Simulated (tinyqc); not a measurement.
Inside a calculation: buckled dimers of a reconstructed (001) surface, two dangling bonds a dimer. Values are carried at full precision from step to step, so a last printed digit may differ when a step is redone from the rounded ones.

In a dimer one atom moves up by z and the other down by z; the dangling bond of the up atom (more s-like) falls by gm z and that of the down atom rises by gm z. With all dimers tilted alike: H(k) = [[-gm z - 2 ta cos k, -tp - 2 tx cos k], [., gm z - 2 ta cos k]], k along the row in 1/a. Two electrons a dimer fill the lowest N of the 2N levels on the mesh k_j = (j + 1/2) pi/N. Total energy a dimer: W(z) = (2/N) sum of the filled levels + kf z^2. Repulsion between electrons is left out.

Constants: kB = 8.617333262e-05 eV/K.

Values chosen for the exercise (of the size met on Si(001); shifted at random, so the results belong to these values and not to a real crystal): tp = 0.19 eV (pi coupling inside a dimer); ta = 0.11 eV (coupling between like atoms along the row); tx = 0.05 eV (diagonal coupling along the row); gm = 1.66 eV/angstrom (shift of a dangling bond with height); z = 0.2 angstrom (a trial buckling); k = 0.75 pi/a (wave vector along the row); kf = 5 eV/angstrom^2 (force constant of buckling); N = 12 (k points).

## One k point at the trial buckling

Form H, its levels and the weight of the lower one on the up atom, (1 + gm z/sqrt((gm z)^2 + h^2))/2 with h the off-diagonal element; k is given in pi/a.

H (eV):
```
,up,down
up,-0.1764,-0.1193
down,-0.1193,0.4876
```

levels (eV): -0.1972  0.5083

weight on the up atom = 0.9705

## The bands on the mesh

Both levels at each k_j for the trial z, and W(z).

Levels (eV):
```
j,k (pi/a),lower,upper
0,0.0417,-0.6584,0.2221
1,0.1250,-0.6391,0.2326
2,0.2083,-0.6020,0.2530
3,0.2917,-0.5501,0.2822
4,0.3750,-0.4871,0.3187
5,0.4583,-0.4179,0.3605
6,0.5417,-0.3475,0.4049
7,0.6250,-0.2808,0.4492
8,0.7083,-0.2223,0.4902
9,0.7917,-0.1754,0.5245
10,0.8750,-0.1428,0.5493
11,0.9583,-0.1261,0.5623
```

band energy = -0.7749 eV
elastic energy = 0.2000 eV
W = -0.5749 eV

The lower band is full and the upper empty.

## An isolated dimer

For ta = tx = 0, W = -2 sqrt(tp^2 + (gm z)^2) + kf z^2. It buckles if gm^2/kf > tp; then sqrt(tp^2 + (gm z)^2) = gm^2/kf, the gap is twice that, and the gain is (gm^2/kf - tp)^2 kf/gm^2.

gm^2/kf = 0.5511 eV
buckling z = 0.3116 angstrom
gap = 1.1022 eV
gain = 0.2366 eV

The pi bond is too weak to resist: the dimer tilts and charge moves to the up atom.

## The row at its minimum

Minimise W over z from 0 to 1 angstrom. Gap: lowest upper level less highest lower level on 201 points from 0 to pi (negative: overlap). Charge moved to the up atom: the mean of gm z/sqrt((gm z)^2 + h^2) over the mesh, valid for a full lower band.

z = 0.3098 angstrom
gain over flat dimers = 0.2308 eV

gap (eV): flat -0.0600, at the minimum 0.6724

charge moved = 0.933 e

Buckling turns overlapping bands into a gap, as one-electron models find for Si(001). Per dimer, the gain is also the barrier for flipping the whole row together in this picture, 8.9 kT at 300 K.

## Checks

- Buckling of an isolated dimer from the formula against numerical minimisation: both 0.3116.

tinyqc: `OMP_NUM_THREADS=1 python tinyqc.py 1450138 1450139 out.jsonl`; about 0.05 s, one thread, shared Intel(R) Xeon(R) Processor @ 2.30GHz.
